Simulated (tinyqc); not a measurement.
Worked calculation: density of states of one tight-binding band on the simple cubic lattice. Values are carried at full precision from step to step, so a last printed digit may differ when a step is redone from the rounded ones.

E(k) = -2 t (c1 + c2 + c3) - 4 t2 (c1 c2 + c2 c3 + c3 c1) with ci = cos(2 pi ki); k in fractions of the reciprocal vectors, mesh k_i = j/N with j = 0 .. N-1. Densities are per cell and per spin, so the band holds one state.

Parameters, chosen for this exercise: t = 1.88 eV (nearest hopping); t2 = 0 eV (second hopping); N = 4 (mesh points along each axis); bins = 8 (bins of the histogram); E_lo = -11.313 eV (lower end of the histogram); E_hi = 11.317 eV (upper end); E = -0.2 eV (energy at which the density is wanted); sigma = 0.188 eV (Gaussian width).

## Energies on the mesh

Evaluate the band at all 64 points and collect equal values.

Distinct energies:
```
E_k (eV)  points
-11.2800       1
-7.5200        6
-3.7600       15
0.0000        20
3.7600        15
7.5200         6
11.2800        1
```

The 64 points give 7 distinct energies between -11.2800 and 11.2800 eV; a dense mesh gives a band from -11.280 to 11.280 eV.

## Histogram

Count the points in equal bins from E_lo to E_hi; g = count/(all points x bin width).

Histogram:
```
from (eV)  to (eV)  points  g (1/eV)
-11.3130   -8.4842       1    0.0055
-8.4842    -5.6555       6    0.0331
-5.6555    -2.8268      15    0.0829
-2.8268     0.0020      20    0.1105
0.0020      2.8308       0    0.0000
2.8308      5.6595      15    0.0829
5.6595      8.4883       6    0.0331
8.4883     11.3170       1    0.0055
```

Empty bins: 1 of 8; the fullest holds 20 points. Empty bins inside the band come from the coarse mesh, not from gaps.

## Gaussian broadening at one energy

Gaussian broadening: g(E) = mean over the mesh of exp(-(E - E_k)^2/(2 sigma^2))/(sigma sqrt(2 pi)), n(E) = mean of erfc((E_k - E)/(sigma sqrt 2))/2.

Sum over the distinct energies with their counts.

n(E) = 0.3887
g(E) = 0.3766 1/eV

## One tetrahedron of the mesh

For corner energies e1 <= e2 <= e3 <= e4 and eij = ei - ej, the share of the tetrahedron below E is n = (E - e1)^3/(e21 e31 e41) for e1 < E < e2; n = [e21^2 + 3 e21 x + 3 x^2 - (e31 + e42) x^3/(e32 e42)]/(e31 e41) with x = E - e2 for e2 < E < e3; n = 1 - (e4 - E)^3/(e41 e42 e43) for e3 < E < e4; its density of states is g = dn/dE.

corner energies, sorted (eV): [-3.7600, 0.0000, 3.7600, 7.5200]

Find its share below E and its density of states at E.

n = 0.1415
g = 0.1192 1/eV

E lies between corners 1 and 2.

## Sum over all linear tetrahedra

Each cube of the mesh, corners numbered 0 to 7 as the binary number (i j l), is cut into six tetrahedra around the diagonal 0-7: 0137, 0157, 0237, 0267, 0457, 0467. For corner energies e1 <= e2 <= e3 <= e4 and eij = ei - ej, the share of the tetrahedron below E is n = (E - e1)^3/(e21 e31 e41) for e1 < E < e2; n = [e21^2 + 3 e21 x + 3 x^2 - (e31 + e42) x^3/(e32 e42)]/(e31 e41) with x = E - e2 for e2 < E < e3; n = 1 - (e4 - E)^3/(e41 e42 e43) for e3 < E < e4; its density of states is g = dn/dE.

Average n and g over all pieces of the mesh. The reference uses the same method with N = 36.

n(E) = 0.4801
g(E) = 0.0996 1/eV
reference n(E) = 0.485
reference g(E) = 0.076 1/eV

On this mesh the linear method errs by +0.024 1/eV in g and -0.005 in n; the Gaussian sum erred by +0.300 and -0.096.

## Checks

- States below the top of the band by the linear method against one: both 1.000000.

Program tinyqc; command `OMP_NUM_THREADS=1 python tinyqc.py 1651842 1651843 out.jsonl`; about 0.3 s on one thread of a shared Intel(R) Xeon(R) Processor @ 2.30GHz.
